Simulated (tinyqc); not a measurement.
# IGBT as a p-i-n diode in series with a MOS channel, on-state and switching loss, step by step

Computed by the program tinyqc: `OMP_NUM_THREADS=1 python tinyqc.py 2590041 2590042 out.jsonl`, one thread of a shared Intel Xeon 2.30GHz, about 0.01 s for the whole run. Printed values are rounded.

High injection (n = p) in a drift layer from x = -W/2 (anode) to +W/2 (cathode side), recombination only in the layer with lifetime tau, ideal emitters. The channel feeds the cathode side and carries the whole current. Auger recombination, carrier-carrier scattering, emitter losses and the carrier dip under the p body are left out.

Inputs (values chosen for the exercise); material values close to those of silicon:
```
symbol    value        unit                                             meaning
T           300           K                                         temperature
Eg         1.13          eV                                            band gap
Nc      2.82e19       cm^-3              conduction-band density of states at T
Nv      2.67e19       cm^-3                 valence-band density of states at T
mn         1400  cm^2/(V s)                                   electron mobility
mp          480  cm^2/(V s)                                       hole mobility
W           350          um                            width of the drift layer
Nd       1.8e13       cm^-3                           doping of the drift layer
tau          14          us                             high-injection lifetime
J           100      A/cm^2                                     current density
Rch         3.8   mohm cm^2                 channel and accumulation resistance
Vdc        1800           V                                        link voltage
ks         0.04              turn-off energy per stored charge and link voltage
f             1         kHz                                 switching frequency
```

Constants: q = 1.602176634e-19 C, kB = 1.380649e-23 J/K, Vt = kB T/q. Results are converted to the units shown.

## Ambipolar length

b = mn/mp, B = (b - 1)/(b + 1), La = sqrt(2 Vt mn mp tau/(mn + mp)), y = W/(2 La).

b = 2.916667
B = 0.4893617
La = 160.8540 um
y = 1.087943

## Carrier profile

```
point,2 x/W
0,-1
1,-0.75
2,-0.5
3,-0.25
4,0
5,0.25
6,0.5
7,0.75
8,1
```

n(x) = (tau J/(2 q La))[cosh(x/La)/sinh y - B sinh(x/La)/cosh y]. x/La = (2 x/W) y.

```
point,n (cm^-3)
0,4.469924e17
1,3.522386e17
2,2.837032e17
3,2.362848e17
4,2.064539e17
5,1.919900e17
6,1.918166e17
7,2.059208e17
8,2.353524e17
```

The density is 1.90 times higher at the anode than at the cathode side, since holes are the slower carriers; its smallest listed value is 10700 times Nd.

## On-state voltage

n(x) = (tau J/(2 q La))[cosh(x/La)/sinh y - B sinh(x/La)/cosh y]. Vm = Vt [(8 b/(b + 1)^2)(sinh y/s) arctan(s sinh y) + B ln((1 + B tanh^2 y)/(1 - B tanh^2 y))], s = sqrt(1 - B^2 tanh^2 y); Vj = Vt ln(n(-W/2) n(W/2)/ni^2), ni = sqrt(Nc Nv) exp(-Eg/(2 Vt)), Eg in volts; Vc = J Rch; Von = Vm + Vj + Vc.

Vm = 0.05759193 V
Vj = 0.9005410 V
Vc = 0.38 V
Von = 1.338133 V

Vm does not depend on J, since the carrier density grows with it. Junctions, layer and channel take 67, 4.3 and 28 % of Von.

## Stored charge, losses and the unipolar alternative

Stored charge tau J, turn-off energy Eoff = ks tau J Vdc, loss at half duty 0.5 J Von + f Eoff. A unipolar device on the same layer has Vu = J (W/(q mn Nd) + Rch).

stored charge = 1400 uC/cm^2
Eoff = 100.8 mJ/cm^2
conduction loss = 66.90665 W/cm^2
switching loss = 100.8 W/cm^2
Vu = 867.2563 V

Both losses would be equal at f = 0.664 kHz.
